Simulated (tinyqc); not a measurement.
Growing the shell: core-shell quantum dot (spherical envelope functions).

Parabolic bands; strain and other valleys are left out. s states, u = r psi, hard wall at R + H, c = hbar^2/2m0, energies from the band edges of the core. Core: u = sin(k1 r)/k1, k1 = sqrt(m1 E/c). At R, psi and psi'/m are continuous, so u is continuous and its slope in the shell is s = u/R + (m2/m1)(u' - u/R). Shell: u(R + x) = u(R) cos(k2 x) + s sin(k2 x)/k2, k2 = sqrt(m2 (E - V)/c); for negative arguments the functions turn into sinh and cosh. A level has u(R + H) = 0.

Overlap = (integral of u_e u_h)^2 with normalised u. Coulomb integrals J_ab = (q/eps) double integral of u_a(r)^2 u_b(s)^2/max(r, s), q = e^2/(4 pi eps0), one eps everywhere. Exciton E = Eg + E_e + E_h - J_eh; first-order biexciton shift J_ee + J_hh - 2 J_eh (positive: repulsive).

Constants: hbar^2/2m0 = 3.80998211 eV angstrom^2; e^2/(4 pi eps0) = 14.39964547 eV angstrom; hc = 1239.841984 eV nm.

Inputs chosen for the exercise (near those of a GaAs/AlGaAs core-shell dot; the results hold for these values, not for the real material):
- R = 33 angstrom (core radius)
- Vc = 0.266 eV (conduction edge of the shell above that of the core)
- Vv = 0.13 eV (hole barrier of the shell)
- me1 = 0.069 m0 (electron, core)
- me2 = 0.093 m0 (electron, shell)
- mh1 = 0.412 m0 (hole, core)
- mh2 = 0.449 m0 (hole, shell)
- Eg = 1.439 eV (gap of the core)
- eps = 11.8 (dielectric constant)
- Hs = (3, 6, 13, 18, 26, 38, 53) angstrom (shell thicknesses)

All quantities anew for each H.

Results:

| H (angstrom) | E_e (eV) | E_h (eV) | electron in core | overlap | J_eh (meV) | E (eV) | biexciton shift (meV) |
|---|---|---|---|---|---|---|---|
| 3 | 0.3970 | 0.0699 | 0.994 | 0.999 | 59.6 | 1.846 | 0.0 |
| 6 | 0.3284 | 0.0612 | 0.968 | 0.995 | 55.1 | 1.773 | 0.1 |
| 13 | 0.2491 | 0.0530 | 0.880 | 0.981 | 49.5 | 1.692 | 0.4 |
| 18 | 0.2248 | 0.0513 | 0.824 | 0.967 | 47.4 | 1.668 | 0.7 |
| 26 | 0.2068 | 0.0505 | 0.760 | 0.942 | 45.4 | 1.651 | 1.2 |
| 38 | 0.1973 | 0.0504 | 0.705 | 0.910 | 43.8 | 1.643 | 1.8 |
| 53 | 0.1940 | 0.0503 | 0.674 | 0.885 | 42.8 | 1.640 | 2.2 |

What can be read from this table?

The line moves by -206 meV: the electron gives -203, the hole -20 and the weaker attraction +17 meV. Over the last step E_e moves by -3.3 meV and E_h by 0.0 meV; the electron level lies just below the shell edge Vc, so it is weakly bound and still feels the outer wall. The overlap goes from 0.999 to 0.885, which scales the radiative lifetime by 1.1 if the rate is proportional to it. Up to H = 18 angstrom E_e exceeds 0.15 Eg, where a parabolic band overstates it.

Computed by tinyqc, a small Python program: `OMP_NUM_THREADS=1 python tinyqc.py 1251821 1251822 out.jsonl` (the numbers bound the seed that draws the inputs); one thread of a shared host (Intel(R) Xeon(R) Processor @ 2.30GHz), about 0.04 s for the whole set of steps.
